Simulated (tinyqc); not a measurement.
Position of the donor: hydrogenic donor in a hard-walled well (variational).

Trial function cos(pi z/L) exp(-r/lam), r measured from the donor at zi, walls at +/- L/2, one eps everywhere. Counted from the lowest subband, E(lam) = c/(m lam^2) - (q/eps) I0/I1, with I0 the integral of cos^2(pi z/L) exp(-2|z - zi|/lam) over the well and I1 the same with the factor (|z - zi| + lam/2); c = hbar^2/2m0, q = e^2/(4 pi eps0). The binding energy is -E at the minimum.

Constants: hbar^2/2m0 = 3.80998211 eV angstrom^2; e^2/(4 pi eps0) = 14.39964547 eV angstrom.

Inputs chosen for the exercise (out of a larger set: near those of GaN; not measured data): m = 0.206 m0 (mass); eps = 9.2 (dielectric constant); L = 59 angstrom (well width).

Ry* = 33.1140 meV

Fixed width; zi from the centre to the wall.

Binding:

| 2 zi/L | zi (angstrom) | lam (angstrom) | binding (meV) | in Ry* |
|---|---|---|---|---|
| 0.0 | 0.0 | 23.3 | 53.95 | 1.629 |
| 0.2 | 5.9 | 23.6 | 51.97 | 1.570 |
| 0.4 | 11.8 | 24.8 | 46.20 | 1.395 |
| 0.6 | 17.7 | 28.4 | 37.77 | 1.141 |
| 0.8 | 23.6 | 35.5 | 29.69 | 0.897 |
| 0.9 | 26.6 | 39.6 | 26.59 | 0.803 |
| 1.0 | 29.5 | 43.5 | 24.15 | 0.729 |

Uniform doping spreads the level over 29.81 meV, from 53.95 at the centre to 24.15 at the wall, while lam grows by 87 %. The slope is flat at the centre, which gives a peak in the density of donor states there, and steepest between 2 zi/L = 0.4 and 0.6.

tinyqc: `OMP_NUM_THREADS=1 python tinyqc.py 1281377 1281378 out.jsonl`; about 0.06 s, one thread, shared Intel(R) Xeon(R) Processor @ 2.30GHz.
